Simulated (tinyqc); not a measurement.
Gupta-type many-body potential for a metal: one step, computed by the program tinyqc. Command: `OMP_NUM_THREADS=1 python tinyqc.py 3004276 3004277 out.jsonl gupta walk`. One thread of a shared host (Intel(R) Xeon(R) Processor @ 2.30GHz), about 0.01 s of CPU time with the checks.

E_i = sum_j A exp(-p (r_ij/r0 - 1)) - xi rho_i^gamma, with rho_i = sum_j exp(-2 q (r_ij/r0 - 1)); gamma = 1/2 is the tight-binding second-moment form. The crystal is fcc unless stated; d is the neighbour distance and a fixed number of shells is kept.

Question. The (111) surface. fcc shells: d sqrt(k), k = 1..5, with 12, 6, 24, 12, 24 atoms; Omega = d^3/sqrt2. Cut the crystal without relaxation; an atom in layer l keeps the neighbours that lie below the surface plane. Excess = E_i + E_c. Surface energy = sum of excesses over the layers, divided by the area per surface atom: (sqrt3/2) d^2 for (111), d^2 for (100), sqrt2 d^2 for (110).

Inputs (values chosen for the exercise, modelled on copper): repulsion A = 0.0821 eV; hopping xi = 1.22 eV; decay p = 10.8; decay q = 2.32; reference distance r0 = 2.556 angstrom; shells kept = 3; embedding exponent gamma = 0.5.

Surface: (111).

neighbour distance d = 2.542980 angstrom

cohesive energy E_c = 3.522237 eV

Constants: 1 eV/angstrom^2 = 16.02176634 J/m^2.

Give: Layers; excess per surface atom; surface energy.

Answer.

Layers:
```
layer  nearest neighbours  repulsion (eV)     rho  excess (eV)
1                       9          0.7842  10.192      0.41155
2                      12          1.0477  13.927      0.01697
```

excess per surface atom = 0.42852 eV

surface energy = 1.2259 J/m^2
